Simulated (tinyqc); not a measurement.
Doping from two capacitances.

Question. An abrupt p-n junction obeys 1/C^2 = 2 (Vbi - V)/(q eps0 eps_r Ne), Ne = Na Nd/(Na + Nd), Vbi = Vt ln(Na Nd/ni^2), V the bias of the p side. Nd is known to be the larger doping. Find Ne, Vbi, Na and Nd.

Inputs (values chosen for the exercise): temperature T = 350 K; relative permittivity eps_r = 9.14.

Constants: q = 1.602176634e-19 C, kB = 1.380649e-23 J/K, Vt = kB T/q, eps0 = 8.8541878128e-14 F/cm where lengths are in cm. Results are converted to the units shown.

C at V = -0.8 and -7 V (nF/cm^2): [27.034469, 16.566862]
ni = 1.6771813e-4 cm^-3

Answer. The slope of 1/C^2 against -V gives Ne and its intercept Vbi. Then Na Nd = ni^2 exp(Vbi/Vt) and Na + Nd = Na Nd/Ne, so both are roots of one quadratic.

Ne = 4.20e16 cm^-3
Vbi = 2.93 V
Na = 4.40e16 cm^-3
Nd = 9.40e17 cm^-3

Numbers from tinyqc (`OMP_NUM_THREADS=1 python tinyqc.py 2000029 2000030 out.jsonl`; about 0.02 s on one thread of a shared Intel Xeon 2.30GHz).
